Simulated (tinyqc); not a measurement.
# Changing the channel length L

Model: stress in a transistor channel from embedded alloy regions, liners and fins, by half-space elasticity. Computed by tinyqc, a small Python program. Command: `OMP_NUM_THREADS=1 python tinyqc.py 3015208 3015209 out.jsonl stressor sweep`. One thread of a shared host (Intel(R) Xeon(R) Processor @ 2.30GHz), about 0.05 s of CPU time with the checks.

Plane strain in an isotropic half-space, the same constants everywhere; x along the channel from its centre, y downwards from the free surface; stress is positive in tension.

Inputs (values chosen for the exercise, modelled on silicon):
```
quantity                                   value      unit
alloy fraction x                           0.012         -
lattice change per unit x, beta           -0.454         -
Young's modulus E                            159       GPa
Poisson ratio nu                            0.26         -
length of each stressor S                     50        nm
recess depth d                                70        nm
depth of the field point y                     3        nm
liner stress                                 1.1       GPa
liner thickness t                             50        nm
longitudinal piezoresistance coefficient   -30.2  1e-11/Pa
vertical piezoresistance coefficient        54.2  1e-11/Pa
```

Stressor: Si(1-x)C(x) source and drain.

Method:
- Misfit e = beta x. A fully constrained inclusion holds the stress -p with p = E e/(1 - 2 nu); a blanket film would hold -E e/(1 - nu) in the plane.
- A line element dA of misfit at (a, c) in the half-space gives, with C = E e/(2 pi (1 - nu)), X = x - a, r1^2 = X^2 + (y - c)^2, r2^2 = X^2 + Y^2, Y = y + c: s_xx = -C dA {[X^2 - (y - c)^2]/r1^4 + 3 [X^2 - Y^2]/r2^4 + 4 y Y (Y^2 - 3 X^2)/r2^6}, s_yy = C dA {[X^2 - (y - c)^2]/r1^4 - [X^2 - Y^2]/r2^4 + 4 y Y (Y^2 - 3 X^2)/r2^6}. These are integrated over two rectangles, L/2 < |a| < L/2 + S, 0 < c < d (closed form in a, 200 Gauss-Legendre points in c).
- The liner over source and drain ends at the gate, x = -/+ L/2, and pulls there with the force per width F = (liner stress) t along the surface. A tangential line force gives s_xx = (2 F/pi) X^3/(X^2 + y^2)^2 at the distance X; two of them add at the centre, X = L/2. For L > 3.5 y the concentrated force is an upper bound.
- d mu/mu = -(pi_L s_xx + pi_z s_yy) for the embedded regions alone; the stress across the width is left out.

One run for each value:
```
channel length L (nm)  s_xx (MPa)  s_xx from the liner (MPa)  mobility change (%)
12                          289.7                       7470                11.35
21                          488.4                       5701                15.34
36                          579.3                       3683                17.62
63                          558.8                       2183                16.88
110                         434.3                       1266                13.10
190                         264.9                        736                 7.99
330                         126.6                        424                 3.82
580                          50.0                        241                 1.51
1000                         18.6                        140                 0.56
```

Describe and explain the trends.

Over the rows, s_xx (MPa) goes from 290 through a maximum among these rows, 579 at 36.0, to 18.6; s_xx from the liner (MPa) falls from 7470 to 140 (exponent d ln y / d ln x -0.48 between the first rows and -1.00 between the last); mobility change (%) goes from 11.3 through a maximum among these rows, 17.6 at 36.0, to 0.561. At the high end the exponent of s_xx from the liner is -1.00, close to -1: the field of a line force.

Caution (rows 12.0, 21.0, 36.0, 63.0, 110, 190): the real force is spread over several liner thicknesses, so for a channel this short the concentrated force clearly overstates the stress. Caution (rows 36.0, 63.0): beyond a few hundred MPa bulk piezoresistance coefficients no longer describe an inversion layer well.

Extremes, crossings and ranges named in words are read from the listed rows.
